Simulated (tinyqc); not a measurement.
## Random telegraph noise from one oxide trap in a small MOSFET: time constants and noise against gate voltage

An acceptor-like trap exchanges electrons with the channel. Inversion charge Q = Cox u, u = n Vt W0(exp((Vg - VT)/(n Vt))), W0 the Lambert function, n = nf, Cox = eps0 eox/tox; linear regime Id = (W/L) mu Q Vd. Relative to threshold the surface potential rises by Vt ln(u/u0) and the oxide voltage by the rest of Vg - VT, with u0 = n Vt W0(1).

N = Cox u/q; dpsi = Vt ln(u/u0); E = E0 - dpsi - (xt/tox)(Vg - VT - dpsi); capture time tc = 1/[(N/zi) vth s0 exp(-xt/lt - EB/Vt)]; emission time te = tc exp(-E/Vt); occupancy te/(tc + te). A = W L; threshold step dV = q (1 - xt/tox)/(Cox A); gm/Id = 1/(u + n Vt); relative step dI/I = (gm/Id) dV + asc mu/A. fc = (1/tc + 1/te)/(2 pi); rms = (dI/I) sqrt(tc te)/(tc + te).

Values chosen for this exercise; values of the order met in silicon transistors:
```
symbol,value,unit,meaning
T,200,K,temperature
eox,3.9,,relative permittivity of the gate insulator (close to silicon dioxide)
tox,3,nm,insulator thickness
xt,1.1,nm,depth of the trap from the channel interface
E0,0.21,eV,trap level above the channel Fermi level at threshold
s0,9e-15,cm^2,capture prefactor
EB,0.3,eV,capture barrier (lattice relaxation)
lt,0.16,nm,tunnelling decay length
vth,1.2e7,cm/s,thermal velocity
zi,2.1,nm,thickness of the inversion layer
VT,0.26,V,threshold voltage
nf,1.12,,body factor
W,26,nm,gate width
L,140,nm,gate length
mu,210,cm^2/(V s),mobility
asc,1.1e-15,V s,scattering coefficient of the charged trap
Vd,0.05,V,drain voltage
```

Constants: q = 1.602176634e-19 C, kB = 1.380649e-23 J/K, Vt = kB T/q, eps0 = 8.8541878128e-14 F/cm where lengths are in cm. Results are converted to the units shown.

Time constants and noise against gate voltage:
```
Vg (V)      E (eV)    tc (s)     te (s)  occupancy  dI/I (%)  fc (Hz)  rms dI/I (%)
0.49      0.094733  0.051024  2.0922e-4  0.0040837    1.8129   763.83       0.11561
0.55      0.069909  0.039390  6.8197e-4   0.017019    1.5641   237.41       0.20230
0.61      0.045631  0.031972  0.0022642   0.066134    1.3998   75.269       0.34786
0.67      0.021728  0.026855  0.0076124    0.22086    1.2836   26.834       0.53248
0.73    -0.0019057  0.023123   0.025827    0.52761    1.1975   13.045       0.59783
0.79     -0.025334  0.020286   0.088227    0.81305    1.1312   9.6494       0.44100
0.85     -0.048604  0.018060    0.30301    0.94375    1.0786   9.3380       0.24851
0.91     -0.071745  0.016267     1.0452    0.98467    1.0359   9.9361       0.12726
0.97     -0.094781  0.014794     3.6179    0.99593    1.0006   10.802      0.063727
```

tc falls from 0.0510 to 0.0148 s as the channel fills and te rises from 2.09e-4 to 3.62 s; they are equal at Vg = 0.725 V, where E = 0. The rms noise goes from 0.116 through a maximum of 0.598 (at Vg = 0.73 V among the rows listed) to 0.0637 %. The slope -Vt d ln(tc/te)/dVg is 0.414 between the first two rows and 0.384 between the last two; it tends to xt/tox = 0.367 only when the surface potential stops moving.

Range of the model: VT is taken as given; short-channel effects and the uneven flow of current among few electrons are left out.

tinyqc, about 0.01 s, one thread, Intel Xeon 2.30GHz (shared host): `OMP_NUM_THREADS=1 python tinyqc.py 2710079 2710080 out.jsonl`
